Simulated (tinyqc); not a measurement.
# Floating body of a partially depleted SOI transistor: body voltage and kink: what changes with what

Source at 0 V. Channel current Ic = 2 nf K Vt^2 [F(0) - F(Vd)](1 + la Vd), F(V) = ln^2(1 + exp((Vg - VT - nf V)/(2 nf Vt))), VT = VT0 - gb Vb. Saturation voltage Vs = 2 Vt sqrt(F(0)) + 3 Vt, excess Ve = (Vd - Vs + sqrt((Vd - Vs)^2 + 0.0004 V^2))/2, multiplication M1 = Ai Ve exp(-Bl/Ve). Each junction passes D(v) = J1 (exp(v/Vt) - 1) + J2 (exp(v/(2 Vt)) - 1). Bipolar current Ib = bb J1 (exp(Vb/Vt) - 1). The body settles where M1 (Ic + Ib) = D(Vb) + D(Vb - Vd) + Vb/Rb; drain current Id = (1 + M1)(Ic + Ib) - D(Vb - Vd).

Parameters, values chosen for the exercise; values of the order met in partially depleted silicon-on-insulator transistors:
```
symbol,value,unit,meaning
T,300,K,temperature
VT0,0.49,V,threshold at zero body voltage
gb,0.28,,fall of the threshold per volt of body voltage
nf,1.39,,slope factor
K,180,uA/(V^2 um),gain factor per width
la,0.04,1/V,channel-length modulation factor
Ai,2.61,1/V,impact-ionisation prefactor
Bl,6.9,V,impact-ionisation voltage
J1,5.6e-13,uA/um,diffusion saturation current of each junction
J2,5.1e-9,uA/um,recombination saturation current of each junction
bb,1,,gain of the lateral bipolar transistor on the diffusion current
Rb,3e5,kohm um,"resistance of a weak body tie to the source (1e9 stands for no tie, and the term is then dropped)"
Vg,0.9,V,gate voltage
Vd,1.1,V,drain voltage
```

Constants: q = 1.602176634e-19 C, kB = 1.380649e-23 J/K, Vt = kB T/q. Results are converted to the units shown.

Each table varies one quantity; the others keep the values above.

## Output curve and kink

Rows with more than one solution for Vb (latch) are left out; dId/dVd by a forward difference over 1e-4 V, swing = 1e-4 V over the change of log10 Id; M1 under 1e-12 is printed as 0.

Output curve and kink:
```
Vd (V)   Vb (V)        M1  Id, floating (uA/um)  Id, grounded (uA/um)  ratio  dId/dVd, floating (uS/um)  dId/dVd, grounded (uS/um)
1       0.07646  2.032e-5                 12.54                 11.33  1.107                      21.12                     0.4418
1.16     0.4747  8.436e-5                 19.98                 11.41  1.751                      55.98                     0.4815
1.32     0.6072  5.037e-4                 22.96                 11.49  1.998                      8.885                     0.6071
1.48     0.6512  0.002174                 24.17                 11.61  2.082                      6.826                     0.8671
1.64     0.6819  0.006582                 25.24                 11.78  2.143                      6.877                      1.286
1.8      0.7057   0.01565                 26.43                 12.03  2.198                      8.185                      1.864
```

What does the comparison show?

Vb rises from 0.0765 to 0.706 V and the ratio of the currents rises from 1.11 to 2.20. The output conductance with a floating body exceeds the grounded value by the largest factor among the rows, 116, at Vd = 1.16 V, where Vb = 0.475 V and M1 = 8.44e-5.

## Transfer curve and swing

Same model as above.

Result of one run:
columns A: Vg (V); B: Vb (V); C: M1; D: Id, floating (uA/um); E: Id, grounded (uA/um); F: ratio; G: swing, floating (mV/decade); H: swing, grounded (mV/decade)
```
A           B         C        D        E      F      G      H
0.44  0.06686  0.002563  0.08717  0.05731  1.521  66.40  100.6
```

What becomes of these results when the gate voltage Vg is changed from 0.44 to 0.14 V, all else the same?

Result of the changed run:
columns A: Vg (V); B: Vb (V); C: M1; D: Id, floating (uA/um); E: Id, grounded (uA/um); F: ratio; G: swing, floating (mV/decade); H: swing, grounded (mV/decade)
```
A            B         C         D         E      F      G      H
0.14  2.064e-5  0.003122  2.047e-5  2.047e-5  1.000  83.07  83.08
```

The whole series:
columns A: Vg (V); B: Vb (V); C: M1; D: Id, floating (uA/um); E: Id, grounded (uA/um); F: ratio; G: swing, floating (mV/decade); H: swing, grounded (mV/decade)
```
A            B         C         D         E      F      G      H
0.04  2.722e-6  0.003129  1.278e-6  1.278e-6  1.000  83.15  83.15
0.14  2.064e-5  0.003122  2.047e-5  2.047e-5  1.000  83.07  83.08
0.24  3.015e-4  0.003094  3.241e-4  3.234e-4  1.002  83.82  84.01
0.34  0.004422  0.002988  0.004946  0.004788  1.033  84.98  87.68
0.44   0.06686  0.002563   0.08717   0.05731  1.521  66.40  100.6
0.54    0.5330  8.683e-4     2.805    0.4236  6.623  233.6  136.5
0.64    0.5344  4.038e-4     6.116     1.698  3.602  368.6  205.2
0.74    0.4943  1.795e-4     10.22     4.302  2.375  571.5  299.5
0.84    0.3723  8.948e-5     13.96     8.309  1.680  883.7  406.9
```

Vb goes from 2.72e-6 through a maximum of 0.534 (at Vg = 0.64 V among the rows listed) to 0.372 V. The smallest swing among the rows is 66.4 mV a decade with a floating body (at Vg = 0.44 V) and 83.1 with a grounded one; Vt ln 10 = 59.5. The floating swing is smaller by more than 3 % for Vg = 0.34, 0.44 V, where the rising Vb lowers the threshold as Vg rises. In the first row the floating body raises the current by a factor of 1.00.

Range of the model: The multiplication law is an empirical form chosen for the exercise; self-heating and capacitive coupling to the body are left out, and the linear laws are rough once Vb passes about 0.7 V or M1 about 0.1.

Program tinyqc, `OMP_NUM_THREADS=1 python tinyqc.py 2182080 2182081 out.jsonl`; Intel Xeon 2.30GHz, shared host, one thread, about 0.2 s.
